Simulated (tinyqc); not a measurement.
One anharmonic mode: perturbation theory, self-consistent phonons and exact levels. From self-consistent quantum back to harmonic constant k. Computed by tinyqc, a small Python program. Command: `OMP_NUM_THREADS=1 python tinyqc.py 3028578 3028579 out.jsonl scp inv`. One thread of a shared host (Intel(R) Xeon(R) Processor @ 2.30GHz), about 0.04 s of CPU time with the checks.

V(x) = k x^2/2 + b x^4 for one coordinate x of mass M. A constant K > 0 gives hbar Omega = sqrt((hbar^2/u) K/M) with K in eV/angstrom^2 and M in u.

Inputs (values chosen for the exercise, for a model mode):

| quantity | value | unit |
|---|---|---|
| mode mass M | 85.4 | u |
| quartic constant b | 109 | eV/angstrom^4 |
| temperature T | 550 | K |
| mixing | 0.15 | - |

Shape: double well.

Constants: hbar^2/u = 4.18015928e-03 eV angstrom^2; k_B = 8.617333262e-05 eV/K.

Method:
- Self-consistent phonon, centred at x = 0: K = k + 12 b <x^2>, <x^2> = (hbar Omega/(2K)) coth(hbar Omega/(2 k_B T)).
- Start at K = |k|; K(new) = K + mixing x (K_out - K), but at least K/20; stop when |K_out - K| < 1e-9 |k| or after 90 steps.
- Its free energy is F = k_B T ln[2 sinh(hbar Omega/(2 k_B T))] + (k - K)<x^2>/2 + 3 b <x^2>^2, an upper bound to the exact one.

Task: A run gave the result below. Find the harmonic constant k, known to lie between -8.1 and -5.4 eV/angstrom^2.

self-consistent quantum = 16.09017 meV

Result:

Each step takes the trial c = (a f_b - b f_a)/(f_b - f_a), f being the result less the target; c replaces end b, the old b replaces a if the sign of f changed, and otherwise f_a is halved.

Scan of the range:

| harmonic constant k (eV/angstrom^2) | self-consistent quantum (meV) |
|---|---|
| -8.10 | 15.3835 |
| -7.65 | 15.5819 |
| -7.20 | 15.7851 |
| -6.75 | 15.9933 |
| -6.30 | 16.2063 |
| -5.85 | 16.4243 |
| -5.40 | 16.6473 |

False position (Illinois rule) inside the bracket:

| step | end a | end b | trial | self-consistent quantum (meV) |
|---|---|---|---|---|
| 1 | -6.75000 | -6.30000 | -6.54529 | 16.0896 |
| 2 | -6.30000 | -6.54529 | -6.54400 | 16.0902 |
| 3 | -6.30000 | -6.54400 | -6.54399 | 16.0902 |
| 4 | -6.54400 | -6.54399 | -6.54399 | 16.0902 |

Self-consistent quantum rises at every point of a 13-point scan of the range (every second point is shown), so one value fits; it is bracketed by -6.75 and -6.30. Answer: harmonic constant k = -6.544 eV/angstrom^2.
